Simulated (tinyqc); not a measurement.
FinFET, parasitic resistance, capacitance and delay: one step of the calculation.

Nf fins under one contact; each has gated perimeter p = 2 Hf + Wf and cross-section A = Hf Wf; contact width Wc = Nf pf, stack height Hs = Hf. Contact length Lc = CPP - Lg - 2 Lsp, shared by two neighbouring gates. Source and drain sides are equal. The formulas are first-order estimates, not field solutions.

Question. Geometry and resistances. Epitaxy sheet resistance Rsh = re/te, transfer length LT = sqrt(rc/Rsh), contact Rc = [sqrt(rc Rsh)/Wc] coth(Lc/(2 LT)); extension of one fin Rx = rx Lsp/A. Effective width N p; for equal currents one side has Rc + Rx/N.

Values chosen for this exercise; values close to those of silicon logic devices: number of fins Nf = 2; fin height Hf = 35 nm; fin width Wf = 6 nm; fin pitch pf = 30 nm; contacted gate pitch CPP = 45 nm; gate length Lg = 20 nm; spacer length Lsp = 7 nm; contact resistivity rc = 5.5e-10 ohm cm^2; resistivity of the source-drain epitaxy re = 0.00026 ohm cm; current-carrying depth of the epitaxy te = 20 nm; resistivity of the extension rx = 0.00044 ohm cm.

Give: Lc; effective width; Rsh; LT; Rc; Rx; one side times effective width.

Answer.

Lc = 11.000 nm
effective width = 152.00 nm
Rsh = 130.00 ohm
LT = 20.569 nm
Rc = 170.62 ohm
Rx = 146.67 ohm
one side times effective width = 37.081 ohm um

tinyqc, about 0.02 s, one thread, Intel Xeon 2.30GHz (shared host): `OMP_NUM_THREADS=1 python tinyqc.py 2170011 2170012 out.jsonl`
